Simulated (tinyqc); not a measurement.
# From tunnel breakdown V_Z back to effective doping N

Model: band-to-band tunnelling and avalanche in a reverse-biased abrupt junction. Computed by tinyqc, a small Python program. Command: `OMP_NUM_THREADS=1 python tinyqc.py 3007981 3007982 out.jsonl zener inv`. One thread of a shared host (Intel(R) Xeon(R) Processor @ 2.30GHz), about 0.05 s of CPU time with the checks.

Direct Kane tunnelling in the local field (for indirect gaps the mass is an effective fit) and one ionisation coefficient for both carriers. N is the doping of the light side, or N_A N_D/(N_A + N_D) for the symmetric junction; the built-in voltage is taken as E_g/e.

Inputs (values chosen for the exercise, modelled on In0.53Ga0.47As):

| quantity | value | unit |
|---|---|---|
| band gap at 300 K, E_g | 0.733 | eV |
| gap narrowing with temperature, -dE_g/dT | 0.34 | meV/K |
| reduced tunnelling mass m_r | 0.022 | m_0 |
| permittivity eps | 13.9 | - |
| ionisation prefactor a | 5.2e+06 | 1/cm |
| ionisation field at 300 K, b | 1.61e+06 | V/cm |
| relative rise of b with temperature | 3.9 | 1e-4/K |
| current density that defines tunnel breakdown, J_0 | 1 | A/cm^2 |
| temperature T | 300 | K |

Junction: one-sided.

Constants: eps_0 = 8.8541878128e-12 F/m; e = 1.602176634e-19 C; m_0 = 9.1093837015e-31 kg; hbar = 1.054571817e-34 J s.

Method:
- E_g(T) = E_g - (T - 300 K)(-dE_g/dT); b(T) = b [1 + (rise)(T - 300 K)]; w = sqrt(2 eps eps_0 (V_R + E_g/e)/(e N)); F_m = 2 (V_R + E_g/e)/w; the field falls linearly from F_m to 0 across w.
- Kane: G(F) = A F^2 exp(-B/F), A = e^2 sqrt(m_r)/(18 pi hbar^2 sqrt(E_g)), B = pi sqrt(m_r) E_g^(3/2)/(2 e hbar), SI units; J = e int G dx x V_R/(V_R + E_g/e), the last factor making J vanish at zero bias; int G dx = (w/F_m) int_0^F_m G dF by 64 Gauss-Legendre points.
- Avalanche: I = (w/F_m) int_0^F_m a exp(-b/F) dF by 64 Gauss-Legendre points, M = 1/(1 - I), breakdown at I = 1.
- V_Z solves J = J_0 and V_A solves I = 1; the lower one is the breakdown voltage; temperature coefficients by a central difference of +/- 10 K.

Problem. A run gave the result below. Find the effective doping N, known to lie between 1.3e+17 and 3.9e+17 1/cm^3.

tunnel breakdown V_Z = 1.765013 V

Solution.

Each step takes the trial c = (a f_b - b f_a)/(f_b - f_a), f being the result less the target and a, b, c the logarithms of the listed values; c replaces end b, the old b replaces a if the sign of f changed, and otherwise f_a is halved.

Scan of the range:

| effective doping N (1/cm^3) | tunnel breakdown V_Z (V) |
|---|---|
| 1.30e+17 | 2.98477 |
| 1.56e+17 | 2.44093 |
| 1.87e+17 | 1.98253 |
| 2.25e+17 | 1.58658 |
| 2.70e+17 | 1.25687 |
| 3.25e+17 | 0.97416 |
| 3.90e+17 | 0.74051 |

False position (Illinois rule, in the logarithm of the input) inside the bracket:

| step | end a | end b | trial | tunnel breakdown V_Z (V) |
|---|---|---|---|---|
| 1 | 1.87000e+17 | 2.25000e+17 | 2.07003e+17 | 1.75675 |
| 2 | 1.87000e+17 | 2.07003e+17 | 2.05524e+17 | 1.77201 |
| 3 | 2.07003e+17 | 2.05524e+17 | 2.06201e+17 | 1.76500 |
| 4 | 2.05524e+17 | 2.06201e+17 | 2.06200e+17 | 1.76501 |
| 5 | 2.05524e+17 | 2.06200e+17 | 2.06200e+17 | 1.76501 |
| 6 | 2.06200e+17 | 2.06200e+17 | 2.06200e+17 | 1.76501 |

Tunnel breakdown V_Z falls at every point of a 13-point scan of the range (every second point is shown), so one value fits; it is bracketed by 1.87e17 and 2.25e17. Answer: effective doping N = 2.062e17 1/cm^3.
